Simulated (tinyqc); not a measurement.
From results back to parameters: hydrogenic donor in a hard-walled well (variational). Three cases, with inputs chosen for the exercise.

Problem. The binding energy was computed from a hidden position zi >= 0.

Trial function cos(pi z/L) exp(-r/lam), r measured from the donor at zi, walls at +/- L/2, one eps everywhere. Counted from the lowest subband, E(lam) = c/(m lam^2) - (q/eps) I0/I1, with I0 the integral of cos^2(pi z/L) exp(-2|z - zi|/lam) over the well and I1 the same with the factor (|z - zi| + lam/2); c = hbar^2/2m0, q = e^2/(4 pi eps0). The binding energy is -E at the minimum.

Constants: hbar^2/2m0 = 3.80998211 eV angstrom^2; e^2/(4 pi eps0) = 14.39964547 eV angstrom.

Case 1.

Values chosen (out of a larger set: near those of Si, with one mean mass; not measured data):
- m = 0.292 m0 (mass)
- eps = 12 (dielectric constant)
- L = 21 angstrom (well width)

binding energy = 47.9115 meV

Case 2.

Values chosen (out of a larger set: near those of Si, with one mean mass; not measured data):
- m = 0.302 m0 (mass)
- eps = 11.4 (dielectric constant)
- L = 48 angstrom (well width)

binding energy = 44.0975 meV

Case 3.

Values chosen (out of a larger set: near those of GaN; not measured data):
- m = 0.205 m0 (mass)
- eps = 9.2 (dielectric constant)
- L = 30 angstrom (well width)

binding energy = 47.0199 meV

Find: zi; 2 zi/L.

Solution. The binding falls steadily from the centre to the wall, so bisection in zi, with the minimum over lam at each step, finds one position.

Case 1.

zi = 6.0 angstrom
2 zi/L = 0.57

Case 2.

zi = 10.0 angstrom
2 zi/L = 0.42

Case 3.

zi = 10.0 angstrom
2 zi/L = 0.67

Computed by tinyqc, one run a case: `OMP_NUM_THREADS=1 python tinyqc.py N N+1 out.jsonl` with N = 1281217, 1281262, 1281264; one thread of a shared Intel(R) Xeon(R) Processor @ 2.30GHz, about 0.04 s a run at most.
